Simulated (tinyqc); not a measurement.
What moves the results: conduction-band anticrossing with a localised impurity level. A value that a table varies takes the place of the one given here.

Host conduction band EM(k) = Eg - al x + c k^2/mM, c = hbar^2/2m0, coupled to a flat level EI by V = C sqrt(x): H = [[EM, V], [V, EI]], E+/- = (EM + EI)/2 +/- sqrt((EM - EI)^2/4 + V^2). The host weight of a state at E is f = 1/(1 + V^2/(E - EI)^2), and its mass at k = 0 is mM/f. The gap is E-(0), the valence top staying at 0.

Constants: hbar^2/2m0 = 3.80998211 eV angstrom^2.

Parameters, chosen for this exercise (host near GaAs; not measured data): Eg = 1.539 eV (gap at Gamma to the s-like level); mM = 0.0675 m0 (mass of the host band); EI = 1.721 eV (impurity level, from the valence top of the host); C = 2.8 eV (coupling); al = 1.08 eV (linear shift of the host edge); x = 0.019 (impurity fraction); aM = 108 meV/GPa (pressure coefficient of the host edge); aI = 15 meV/GPa (pressure coefficient of the level).

## Impurity fraction

The last column is the bowing that a quadratic law would need at that x, (Eg - gap)/(x (1 - x)), with equal end gaps.

Results:
```
x (%),E- (eV),E+ (eV),gap (eV),host weight of E-,mass of E-,bowing (eV)
0.1,1.5021,1.7568,1.5021,0.859,0.0785,36.9
0.2,1.4735,1.7844,1.4735,0.796,0.0848,32.8
0.5,1.4083,1.8463,1.4083,0.714,0.0946,26.3
1.0,1.3285,1.9207,1.3285,0.663,0.1018,21.3
2.0,1.2103,2.0281,1.2103,0.624,0.1081,16.8
3.0,1.1171,2.1105,1.1171,0.608,0.1110,14.5
5.0,0.9659,2.2401,0.9659,0.593,0.1139,12.1
8.0,0.7836,2.3900,0.7836,0.584,0.1157,10.3
```

What does this show, and why?

The apparent bowing falls from 36.9 to 10.3 eV, so no single constant describes the gap: the part from the coupling goes as x while V is small against |EM - EI| and as sqrt(x) beyond (V = |Eg - EI| near x = 0.42 %), with the linear term al x on top; the fall of the gap goes as the power 0.83 of x between the first two rows and 0.59 between the last two. The mass of E- goes from 0.0785 to 0.1157, higher although the gap falls, against the usual k.p trend; with al = 0 the weight tends to 1/2 at large x.

## Pressure

Eg and EI move linearly with pressure; V is kept. The slope of E- is f aM + (1 - f) aI.

Results:
```
P (GPa),EM (eV),EI (eV),E- (eV),E+ (eV),host weight of E-,slope of E- (meV/GPa)
0,1.5185,1.7210,1.2207,2.0188,0.627,73.3
1,1.6265,1.7360,1.2914,2.0711,0.570,68.0
2,1.7345,1.7510,1.3567,2.1288,0.511,62.5
3,1.8425,1.7660,1.4164,2.1921,0.451,56.9
4,1.9505,1.7810,1.4706,2.2609,0.393,51.5
5,2.0585,1.7960,1.5196,2.3349,0.339,46.5
6,2.1665,1.8110,1.5638,2.4137,0.291,42.0
7,2.2745,1.8260,1.6039,2.4966,0.249,38.1
8,2.3825,1.8410,1.6403,2.5832,0.213,34.8
```

What does this show, and why?

The unmixed levels cross at 2.18 GPa, where E+ - E- has its minimum 2V = 0.772 eV and the weights are 1/2. The slope of E- falls from 73 to 35 meV/GPa, between the limits aM = 108 and aI = 15, as the state turns impurity-like. The X valleys, which pass below the Gamma edge of the host at high pressure, are left out.

## What each parameter does

At k = 0. Each row changes one parameter from the base and keeps the others.

Results:
```
case,E- (eV),E+ (eV),gap (eV),mass (m0)
base,1.2207,2.0188,1.2207,0.1077
EI = 1.671 eV,1.2013,1.9882,1.2013,0.1131
al = 1.58 eV,1.2147,2.0152,1.2147,0.1067
Eg = 1.589 eV,1.2513,2.0382,1.2513,0.1131
C = 3.22 eV,1.1645,2.0750,1.1645,0.1104
x = 0.02185,1.1917,2.0447,1.1917,0.1088
mM = 0.07762 m0,1.2207,2.0188,1.2207,0.1238
```

What does this show?

The largest shifts from the base row, up to three for each result and ties (the steps differ in size, so this ranks the rows, not the parameters). E- (eV): C -0.0562, Eg +0.0306, x -0.0290; unchanged at the printed digits by mM. E+ (eV): C +0.0562, EI -0.0306, x +0.0259; unchanged at the printed digits by mM. gap (eV): C -0.0562, Eg +0.0306, x -0.0290; unchanged at the printed digits by mM. mass (m0): mM +0.0161, Eg +0.0054, EI +0.0054.

Program tinyqc; command `OMP_NUM_THREADS=1 python tinyqc.py 1081085 1081086 out.jsonl`; about 0.01 s on one thread of a shared Intel(R) Xeon(R) Processor @ 2.30GHz.
